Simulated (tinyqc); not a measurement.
# Read current of a NAND string, cells in series solved by shooting: effects of single changes

Cells in series, numbered from 0 at the source line (0 V) to the bit line, each followed by a gap resistance Rg. A cell with gate Vg, threshold VT, source Vs and drain Vd passes I = 2 nf K Vt^2 [F(Vs) - F(Vd)]/(1 + th max(Vg - VT, 0)), F(V) = ln^2(1 + exp((Vg - VT - nf V)/(2 nf Vt))). The selected cell has Vg = Vr, the others Vg = Vp.

Values chosen for this exercise; values of the order met in vertical NAND strings:
- T = 300 K (temperature)
- K = 25 uA/V^2 (gain factor of a cell)
- nf = 1.7 (slope factor)
- th = 0.09 1/V (mobility reduction factor)
- Rg = 11 kohm (resistance of the gap between cells)
- Vbl = 0.4 V (bit-line voltage)
- Vp = 6.5 V (pass voltage)
- Ve = -1 V (threshold of an erased cell)
- Vh = 3.4 V (threshold of the highest state)
- Vx = 3 V (threshold of the selected cell)
- Is = 20 nA (sensing current)
- Vr = 3.56 V (read voltage on the selected word line)

Constants: q = 1.602176634e-19 C, kB = 1.380649e-23 J/K, Vt = kB T/q. Results are converted to the units shown.

Each table varies one quantity; the others keep the values above.

## Read current against the number of cells

For a trial current I start at 0 V and, cell by cell, solve for the drain: sqrt(F(Vd)) = sqrt(F(Vs) - I/k), k = 2 nf K Vt^2/(1 + th max(Vg - VT, 0)), Vd = [Vg - VT - 2 nf Vt ln(exp(sqrt F) - 1)]/nf, then add I Rg. The string current is the I for which the last node reaches Vbl. The apparent threshold is the Vr at which I = Is. Background: all other cells erased (VT = Ve) or all in the highest state (VT = Vh); ratio and shift are high over erased and high minus erased. The selected cell is in the middle, cell n/2.

Read current against the number of cells:

| n | I, others erased (uA) | I, others high (uA) | ratio | apparent VT, erased (V) | apparent VT, high (V) | background shift (mV) |
|---|---|---|---|---|---|---|
| 8 | 1.127 | 0.9537 | 0.8465 | 2.984 | 2.985 | 1.031 |
| 16 | 0.7727 | 0.6141 | 0.7947 | 2.987 | 2.989 | 2.063 |
| 32 | 0.4750 | 0.3569 | 0.7513 | 2.992 | 2.996 | 4.136 |
| 64 | 0.2680 | 0.1937 | 0.7228 | 3.003 | 3.012 | 8.352 |
| 96 | 0.1866 | 0.1329 | 0.7120 | 3.014 | 3.027 | 12.58 |
| 128 | 0.1431 | 0.1011 | 0.7064 | 3.025 | 3.042 | 16.85 |
| 192 | 0.09763 | 0.06840 | 0.7006 | 3.047 | 3.072 | 25.51 |

What does the comparison show?

With erased neighbours the current falls from 1.13 to 0.0976 uA, as n^(-0.54) between the first two rows and n^(-0.94) between the last two (-1 once the series resistance rules). The ratio falls from 0.846 to 0.701 and the background shift rises from 1.03 to 25.5 mV.

## Effect of the read voltage on the selected word line

Same model as above.

The string has 32 cells and the selected one is cell 16.

The same in every row: apparent VT, erased (V) = 2.992; apparent VT, high (V) = 2.996; background shift (mV) = 4.136.

Results:

| Vr (V) | I, others erased (uA) | I, others high (uA) | ratio |
|---|---|---|---|
| 2.7 | 5.962e-5 | 5.961e-5 | 0.9997 |
| 3.1 | 0.06932 | 0.06151 | 0.8872 |
| 3.5 | 0.4361 | 0.3353 | 0.7689 |
| 4.3 | 0.5809 | 0.4110 | 0.7075 |
| 4.7 | 0.5918 | 0.4164 | 0.7035 |
| 5.1 | 0.5979 | 0.4193 | 0.7014 |
| 5.5 | 0.6018 | 0.4212 | 0.7000 |

Estimate the missing row, Vr = 3.9 V.

Computed row:

| Vr (V) | I, others erased (uA) | I, others high (uA) | ratio |
|---|---|---|---|
| 3.9 | 0.5560 | 0.3986 | 0.7169 |

With this row back in the table: As Vr goes from 2.7 to 5.5 V, the current with erased neighbours rises from 5.96e-5 to 0.602 uA, that with high neighbours rises from 5.96e-5 to 0.421 uA and the ratio falls from 1.00 to 0.700. The apparent thresholds do not depend on Vr.

Program tinyqc, `OMP_NUM_THREADS=1 python tinyqc.py 2142164 2142165 out.jsonl`; Intel Xeon 2.30GHz, shared host, one thread, about 0.5 s.
